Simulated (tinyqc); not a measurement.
Charge stability of a double quantum dot, constant-interaction model with a charge sensor: one step of the calculation.

Capacitance matrix C = [[C1, -Cm], [-Cm, C2]], C1 = G1 + X1 + Cm + L1, C2 = G2 + X2 + Cm + L2. Gate charges n1 = (G1 V1 + X1 V2)/q, n2 = (X2 V1 + G2 V2)/q. The state (N1, N2) has U = (1/2) d^T E d with d = (N1 - n1, N2 - n2) and E = q^2 C^(-1). Leads at 0 V; no tunnel coupling, spin or level spacing. The sensor reads s1 <N1> + s2 <N2>.

Task. Energies and occupation of the charge states. U for N1, N2 = 0, 1, 2; p is proportional to exp(-U/kB T), normalised over these nine states.

Values chosen for this exercise:
```
symbol  value  unit                 meaning
s1       0.98        sensor weight of dot 1
s2       0.17        sensor weight of dot 2
T         1.5     K             temperature
```

Constants: q = 1.602176634e-19 C, kB = 1.380649e-23 J/K, Vt = kB T/q. Results are converted to the units shown.

E (meV):
```
           1          2
1  8.7483667  0.8553536
2  0.8553536  8.7863824
```

gate charges: n1 1.2306046, n2 0.3591926

Give: U; p; mean charges; sensor signal.

Result.

```
state  U (meV)       p
(0,0)     7.57  0.0000
(0,1)     7.75  0.0000
(0,2)    16.72  0.0000
(1,0)     0.87  0.9997
(1,1)     1.91  0.0003
(1,2)    11.74  0.0000
(2,0)     2.92  0.0000
(2,1)     4.82  0.0000
(2,2)    15.50  0.0000
```

mean charges: <N1> 1.000, <N2> 0.000
sensor signal = 0.9801

The ground state is (1,0), 1.04 meV (8.05 kB T) below (1,1).

Computed by the program tinyqc: `OMP_NUM_THREADS=1 python tinyqc.py 2470107 2470108 out.jsonl`, one thread of a shared Intel Xeon 2.30GHz, about 0.01 s for the whole run.
